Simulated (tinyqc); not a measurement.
# Changing the mobility mu

Model: current of a Schottky diode by thermionic-emission-diffusion theory, and its read-back from I-V-T and C-V data. Computed by tinyqc, a small Python program. Command: `OMP_NUM_THREADS=1 python tinyqc.py 3017121 3017122 out.jsonl schottky sweep`. One thread of a shared host (Intel(R) Xeon(R) Processor @ 2.30GHz), about 0.01 s of CPU time with the checks.

Full ionisation, no tunnelling, no recombination current. V is the voltage across the junction itself, forward positive.

Inputs (values chosen for the exercise, modelled on n-type Ga2O3):
```
quantity                                     value           unit
Richardson constant A*                        34.3   A/(cm^2 K^2)
effective density of states at 300 K, N_c  3.7e+18         1/cm^3
permittivity eps                              10.2              -
barrier without image force phi_0 (mean)      1.35             eV
doping N                                   2.1e+17         1/cm^3
series resistance R_s                          6.5  milliohm cm^2
junction voltage V                            0.52              V
temperature T                                  350              K
standard deviation sigma                       100            meV
relative change of sigma^2 with bias, rho     0.42            1/V
```

Barrier: Gaussian spread of heights.

Constants: k_B = 8.617333262e-05 eV/K; e = 1.602176634e-19 C; eps_0 = 8.8541878128e-12 F/m.

Method:
- N_c(T) = N_c (T/300 K)^(3/2); V_bi = phi_0 - (k_B T/e) ln(N_c(T)/N); surface field F = sqrt(2 e N (V_bi - V - k_B T/e)/(eps eps_0)); image lowering d_phi = sqrt(e F/(4 pi eps eps_0)); effective barrier phi = phi_0 - d_phi - sigma^2 (1 - rho V)/(2 k_B T).
- Collection velocity v_R = A* T^2/(e N_c(T)); diffusion velocity v_D = mu F; J = e N_c(T) v_R/(1 + v_R/v_D) exp(-phi/k_B T) [exp(e V/k_B T) - 1].
- Terminal voltage V + J R_s.
- Ideality n = (e/k_B T)/(d ln J/dV) by a central difference of +/- 1 mV; J_0 = J exp(-e V/(n k_B T)); apparent barrier phi_IV = k_B T ln(A* T^2/J_0); a C-V plot gives phi_CV = phi_0, the mean without lowering.

One run for each value:
```
mobility mu (cm^2/(V s))  current density J (A/cm^2)  apparent barrier phi_IV (eV)  ideality factor n  v_D (cm/s)
0.5                                        0.0000455                        1.2240             1.1245  1.1470e+05
1.6                                        0.0001394                        1.1906             1.1234  3.6705e+05
5                                          0.0003855                        1.1612             1.1205  1.1470e+06
16                                         0.0008988                        1.1381             1.1144  3.6705e+06
50                                         0.0015272                        1.1252             1.1072  1.1470e+07
160                                        0.0019736                        1.1197             1.1021  3.6705e+07
500                                        0.0021696                        1.1178             1.0998  1.1470e+08
1600                                       0.0022417                        1.1171             1.0990  3.6705e+08
5000                                       0.0022649                        1.1169             1.0987  1.1470e+09
```

Over the rows, current density J (A/cm^2) rises from 4.55e-5 to 0.00226 (exponent d ln y / d ln x 0.96 between the first rows and 0.0091 between the last); apparent barrier phi_IV (eV) falls from 1.22 to 1.12 (exponent d ln y / d ln x -0.024 between the first rows and -1.6e-4 between the last); ideality factor n falls from 1.12 to 1.10 (exponent d ln y / d ln x -8.5e-4 between the first rows and -2.1e-4 between the last). At the high end the exponent of current density J is 0.01, close to 0: thermionic emission limits. At the low end the exponent of current density J is 0.96, close to 1: diffusion limits. Reading a diffusion-limited diode with the thermionic formula overstates the barrier by k_B T ln(1 + v_R/v_D).
